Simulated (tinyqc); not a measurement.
What moves the results: quaternary alloy A(x)B(1-x)C(y)D(1-y) matched to a substrate. A value that a table varies takes the place of the one given here.

Q(x,y) = x y Q_AC + x (1 - y) Q_AD + (1 - x) y Q_BC + (1 - x)(1 - y) Q_BD for the lattice constant. Gap, rule 1: Q(x,y) - x (1 - x)[y C_ABC + (1 - y) C_ABD] - y (1 - y)[x C_ACD + (1 - x) C_BCD]. Rule 2 (mean of ternaries): {x (1 - x)[y T_ABC(x) + (1 - y) T_ABD(x)] + y (1 - y)[x T_ACD(y) + (1 - x) T_BCD(y)]}/{x (1 - x) + y (1 - y)}, T_ABC(x) = x E_AC + (1 - x) E_BC - C_ABC x (1 - x), T_ACD(y) = y E_AC + (1 - y) E_AD - C_ACD y (1 - y), and alike. Only the Gamma valley is followed.

Matching a(x,y) = a_s gives x = (a_s - y a_BC - (1 - y) a_BD)/(y (a_AC - a_BC) + (1 - y)(a_AD - a_BD)).
Constants: hc = 1239.841984 eV nm.

Values chosen for the exercise (AC, AD, BC, BD near GaAs, GaSb, InAs and InSb; substrate near InAs; the results hold for these values, not for the real material):
- a = (5.66, 6.088, 6.053, 6.483) angstrom (lattice constants of AC, AD, BC, BD)
- Eg = (1.519, 0.819, 0.414, 0.231) eV (gaps at Gamma of AC, AD, BC, BD)
- Cb = (0.473, 0.386, 1.498, 0.595) eV (bowing of ABC, ABD, ACD, BCD)
- a_s = 6.053 angstrom (substrate)
- y = 0.77 (fraction of C)

## Along the matched line

x follows from y.

Results:

| y | x | bilinear (eV) | rule 1 (eV) | rule 2 (eV) | wavelength 1 (nm) | wavelength 2 (nm) |
|---|---|---|---|---|---|---|
| 0.10 | 0.9802 | 0.8764 | 0.7355 | 0.7654 | 1686 | 1620 |
| 0.21 | 0.8609 | 0.8691 | 0.5930 | 0.7166 | 2091 | 1730 |
| 0.32 | 0.7415 | 0.8482 | 0.4937 | 0.6648 | 2511 | 1865 |
| 0.43 | 0.6219 | 0.8136 | 0.4306 | 0.6202 | 2880 | 1999 |
| 0.55 | 0.4912 | 0.7602 | 0.3947 | 0.5778 | 3141 | 2146 |
| 0.66 | 0.3714 | 0.6969 | 0.3846 | 0.5418 | 3224 | 2289 |
| 0.77 | 0.2514 | 0.6198 | 0.3890 | 0.5053 | 3188 | 2454 |
| 0.88 | 0.1312 | 0.5289 | 0.4008 | 0.4653 | 3093 | 2665 |
| 0.99 | 0.0109 | 0.4242 | 0.4131 | 0.4187 | 3001 | 2961 |

The matched alloys span 0.385 to 0.736 eV by rule 1, with the lowest value inside the range, at y = 0.66. Along the line dx/dy is -1.085 between the first two rows and -1.093 between the last two. In energy the two rules differ most at y = 0.43, by 190 meV (880 nm there), which measures how far the ternary data leave the interior open. Miscibility gaps are not considered.

## What each parameter does

x is matched anew each time. Each row changes one parameter from the base and keeps the others.

Results:

| case | x | rule 1 (eV) | rule 2 (eV) |
|---|---|---|---|
| base | 0.2514 | 0.3890 | 0.5053 |
| y = 0.76 | 0.2623 | 0.3881 | 0.5087 |
| a_s = 6.057 angstrom | 0.2412 | 0.3829 | 0.4968 |
| Cb = (0.568, 0.463, 1.798, 0.714) eV | 0.2514 | 0.3427 | 0.4823 |
| Eg = (1.569, 0.819, 0.414, 0.231) eV | 0.2514 | 0.3986 | 0.5150 |
| a = (5.67, 6.088, 6.053, 6.483) angstrom | 0.2564 | 0.3920 | 0.5095 |

The largest shifts from the base row, up to three for each result and ties (the steps differ in size, so this ranks the rows, not the parameters). x: y +0.0109, a_s -0.0102, a +0.0050; unchanged at the printed digits by Cb and Eg. rule 1 (eV): Cb -0.0462, Eg +0.0097, a_s -0.0061. rule 2 (eV): Cb -0.0229, Eg +0.0097, a_s -0.0085.

tinyqc: `OMP_NUM_THREADS=1 python tinyqc.py 1080772 1080773 out.jsonl`; about 0.01 s, one thread, shared Intel(R) Xeon(R) Processor @ 2.30GHz.
